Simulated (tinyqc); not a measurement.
Solubility, supersaturation, precipitation and gettering of an impurity in a silicon-like host: one step, computed by the program tinyqc. Command: `OMP_NUM_THREADS=1 python tinyqc.py 3019222 3019223 out.jsonl ripen walk`. One thread of a shared host (Intel(R) Xeon(R) Processor @ 2.30GHz), about 0.01 s of CPU time with the checks.

The wafer was saturated at T1 and is then held at T.

Question. Growing precipitates. Growing sinks: with y = r/r_f and y0 = r0/r_f, dy/dt = (1 - y^3)/(3 tau_f y), which integrates to t/tau_f = F(y) - F(y0), F(y) = (1/2) ln[(1 + y + y^2)/(1 - y)^2] - sqrt(3) arctan[(2y + 1)/sqrt(3)]; the share of the excess left is (1 - y^3)/(1 - y0^3), and C(t) = C_eq + (C0 - C_eq) x share.

Inputs (values chosen for the exercise, modelled on iron in silicon):

| quantity | value | unit |
|---|---|---|
| temperature of saturation T1 | 1350 | K |
| anneal temperature T | 896 | K |
| initial sink radius r0 | 23 | nm |
| anneal time t | 810 | s |

final radius r_f = 55.03401 nm

tau_f = 1305.291 s

C_eq(T) = 3.419866e+09 1/cm^3

C0 = 1.764375e+15 1/cm^3

Give: radius at t; share of the excess left; C(t) with growing sinks.

Answer.

radius at t = 38.959 nm

share of the excess left = 0.69604

C(t) with growing sinks = 1.2281e+15 1/cm^3

30.4 % of the excess has precipitated. Caution: the barrier to homogeneous nucleation is below 35 k_B T for these inputs, so new precipitates would form and outnumber the fixed sinks assumed here.
